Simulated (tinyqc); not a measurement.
AlGaN/GaN HEMT, charge control with polarisation charge: one step of the calculation.

A two-dimensional electron gas of density ns under a barrier. EF and the subbands are counted from the conduction-band edge of the channel at the interface. Two subbands of a triangular well with an infinite wall, parabolic band, no carriers in the barrier.

Question. New ns. F = q (eta ns + Nb)/(eps0 ec) in eV/nm; E_k = a_k (C F^2/me)^(1/3), a_0 = 2.338107, a_1 = 4.087949, C = hbar^2/(2 m0); D = me m0 q/(pi hbar^2); ns = D Vt [ln(1 + exp((EF - E_0)/Vt)) + ln(1 + exp((EF - E_1)/Vt))], which gives EF = E_0 + Vt ln{2 s/[(1 + u) + sqrt((1 + u)^2 + 4 u s)]} with s = exp(ns/(D Vt)) - 1, u = exp((E_0 - E_1)/Vt). Substitution: ns(new) = eps0 eb (Vg - Voff - EF)/(q d) - Nb.

Inputs (values chosen for the exercise); material values close to those of AlGaN on GaN:
```
symbol   value   unit                                         meaning
T          300      K                                     temperature
d           21     nm                               barrier thickness
me        0.21     m0                    electron mass in the channel
ec        9.32                   relative permittivity of the channel
eta     0.6875         share of ns that counts in the confining field
Nb      1.4e10  cm^-2                  depletion charge of the buffer
Vg       -1.62      V                                    gate voltage
```

Constants: q = 1.602176634e-19 C, kB = 1.380649e-23 J/K, hbar = 1.054571817e-34 J s, m0 = 9.1093837015e-31 kg, Vt = kB T/q, eps0 = 8.8541878128e-14 F/cm where lengths are in cm, hbar^2/(2 m0) = 0.0380998212 eV nm^2. Results are converted to the units shown.

ns at the start = 1.1e12 cm^-2
eb = 9.2231000
Voff = -3.7910984 V

Wanted: E_0; E_1; EF; ns after iteration 1.

Answer.

E_0 = 0.08034 eV
E_1 = 0.1405 eV
EF = 0.06453 eV
ns after iteration 1 = 5.099e12 cm^-2

Computed by the program tinyqc: `OMP_NUM_THREADS=1 python tinyqc.py 2180121 2180122 out.jsonl`, one thread of a shared Intel Xeon 2.30GHz, about 0.01 s for the whole run.
